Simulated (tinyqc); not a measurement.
# BCS gap equation with a constant attraction inside the Debye window, step by step

A worked calculation. Computed by tinyqc, a small Python program that keeps every step. Command: `OMP_NUM_THREADS=1 python tinyqc.py 3010467 3010468 out.jsonl bcs walk`. One thread of a shared host (Intel(R) Xeon(R) Processor @ 2.30GHz), about 0.01 s of CPU time with the checks. Intermediate numbers are printed to about 5 digits and carried at full precision; extremes and crossings named in words are read from the listed rows.

Pairs attract with strength V for |xi| < k_B Theta; N(0) is the density of states for one spin. Energies are given as temperatures (E/k_B, in K) unless marked.

Inputs (values chosen for the exercise, modelled on niobium):

| quantity | value | unit |
|---|---|---|
| coupling N(0)V | 0.283 | - |
| Debye temperature Theta | 274 | K |
| temperature T | 2.26 | K |
| Fermi velocity v_F | 310000 | m/s |
| electron density n | 5.62 | 1e28/m^3 |
| mean free path l | 4.1 | nm |
| junction resistance R_n | 5.4 | kilo-ohm |

Solver: secant.

Constants: k_B = 8.617333262e-05 eV/K; hbar = 1.054571817e-34 J s; k_B = 1.380649e-23 J/K; m_0 = 9.1093837015e-31 kg; eps_0 = 8.8541878128e-12 F/m; c = 299792458 m/s; e = 1.602176634e-19 C; h = 6.62607015e-34 J s.

## Gap at zero temperature

At T = 0 the gap equation 1/(N(0)V) = int_0^Theta d xi/sqrt(xi^2 + Delta^2) has the integral arcsinh(Theta/Delta), so Delta_0 = Theta/sinh(1/(N(0)V)); weak coupling gives 2 Theta exp(-1/(N(0)V)).

Delta_0 = 16.016 K

weak-coupling Delta_0 = 16.002 K

Delta_0 in meV = 1.3801 meV

## Critical temperature

Gap equation: 1/(N(0)V) = I(Delta, T) = int_0^Theta tanh(E/2T)/E d xi, E = sqrt(xi^2 + Delta^2); 64 Gauss-Legendre points in y with xi = max(Delta, T) sinh(y). T_c solves I(0, T_c) = 1/(N(0)V); the weak-coupling form is T_c = (2 e^C/pi) Theta exp(-1/(N(0)V)) with Euler's C = 0.5772157, and 2 Delta_0/T_c then tends to 2 pi e^-C = 3.528.

T_c = 9.0720 K

weak-coupling T_c = 9.0720 K

2 Delta_0/T_c = 3.5308

T_c/Theta = 0.0331; the ratio lies +0.09 % from 3.528, so the universal weak-coupling laws hold.

## One evaluation of the gap equation

Take Delta = Delta_0 as the trial; the fixed-point update is Delta(new) = N(0)V Delta I(Delta, T).

I(Delta_0, T) = 3.5328

updated Delta = 16.012 K

## Gap at temperature T

Residual r = N(0)V I - 1, with Delta_0 = Theta/sinh(1/(N(0)V)). Secant steps in Delta^2, from Delta_0 and 0.9 Delta_0, with Delta^2 kept at or above 1e-6 K^2. Stop when |r| < 1e-9 or after 40 steps.

Iterations:

| step | Delta (K) | residual r |
|---|---|---|
| 1 | 16.004 | -2.0941e-05 |
| 2 | 16.003 | -2.0010e-06 |
| 3 | 16.003 | 1.4653e-10 |

converged (1 yes, 0 no) = 1

Delta(T) = 16.003 K

Converged in 3 steps: Delta(T)/Delta_0 = 0.9992 at T/T_c = 0.249.

## Lengths and fields

xi_0 = hbar v_F/(pi Delta_0); lambda_L = sqrt(m_0 eps_0 c^2/(n e^2)); N(0) = 3 n/(2 m_0 v_F^2) for one spin; condensation energy N(0) Delta_0^2/2 = B_c^2/(2 mu_0), mu_0 = 1/(eps_0 c^2); with scattering lambda = lambda_L sqrt(1 + xi_0/l) in the local limit (where xi_0 and l both exceed lambda, nonlocal response makes the true depth larger); Ginzburg-Landau kappa = 0.96 lambda_L/xi_0 + 0.72 lambda_L/l. Free-electron mass throughout; heavier carriers, as in niobium or vanadium, give a larger lambda_L and kappa and can make the metal type II.

coherence length xi_0 = 47.061 nm

London depth lambda_L = 22.416 nm

critical field B_c(0) = 243.24 mT

depth with scattering = 79.184 nm

Ginzburg-Landau kappa = 4.3938

kappa exceeds 1/sqrt(2): type II, and the sample is dirty, l well below xi_0.

## A tunnel junction of this metal

Ambegaokar-Baratoff: I_c R_n = (pi Delta/(2e)) tanh(Delta/2T); Josephson energy E_J = hbar I_c/(2e), given as E_J/h; inductance hbar/(2 e I_c); thermal quasiparticle fraction x = n_qp/(2 N(0) Delta) = sqrt(2 pi T/Delta) exp(-Delta/T), valid for T well below Delta.

I_c R_n = 2162.5 microvolt

critical current I_c = 400.47 nA

E_J/h = 198.91 GHz

Josephson inductance = 0.82180 nH

quasiparticle fraction x = 7.9215e-04

## Gap and superfluid density against temperature

Interpolation tanh(1.74 sqrt(T_c/T - 1)); near T_c, 1.74 sqrt(1 - T/T_c). Clean-limit superfluid fraction 1 - (1/2T) int_0^(40 T) cosh^-2(E/2T) d xi (64 points); two-fluid rule 1 - (T/T_c)^4.

Reduced quantities:

| T/T_c | Delta/Delta_0 | tanh form | square-root form | superfluid fraction | two-fluid rule |
|---|---|---|---|---|---|
| 0.10 | 1.00000 | 0.99994 | 1.6507 | 1.00000 | 0.99990 |
| 0.20 | 0.99988 | 0.99810 | 1.5563 | 0.99886 | 0.99840 |
| 0.30 | 0.99713 | 0.99022 | 1.4558 | 0.98185 | 0.99190 |
| 0.40 | 0.98507 | 0.97221 | 1.3478 | 0.92817 | 0.97440 |
| 0.50 | 0.95696 | 0.94023 | 1.2304 | 0.83447 | 0.93750 |
| 0.60 | 0.90712 | 0.88975 | 1.1005 | 0.70727 | 0.87040 |
| 0.70 | 0.82894 | 0.81411 | 0.9530 | 0.55438 | 0.75990 |
| 0.80 | 0.71124 | 0.70137 | 0.7782 | 0.38240 | 0.59040 |
| 0.90 | 0.52653 | 0.52267 | 0.5502 | 0.19636 | 0.34390 |
| 0.95 | 0.38047 | 0.37925 | 0.3891 | 0.09927 | 0.18549 |
| 0.98 | 0.24369 | 0.24358 | 0.2461 | 0.03995 | 0.07763 |

The tanh form misses the gap by at most about 0.017 (at T/T_c = 0.6); the square-root form is within 3 % only from T/T_c = 0.95. The gap keeps 99 % of Delta_0 up to T/T_c = 0.3, since quasiparticles are exponentially few. The two-fluid rule exceeds the BCS superfluid fraction most, by 0.21, at T/T_c = 0.8.

Checks made by the program: weak-coupling T_c, allowing for terms of order exp(-Theta/T_c) (relative difference below 1e-10).
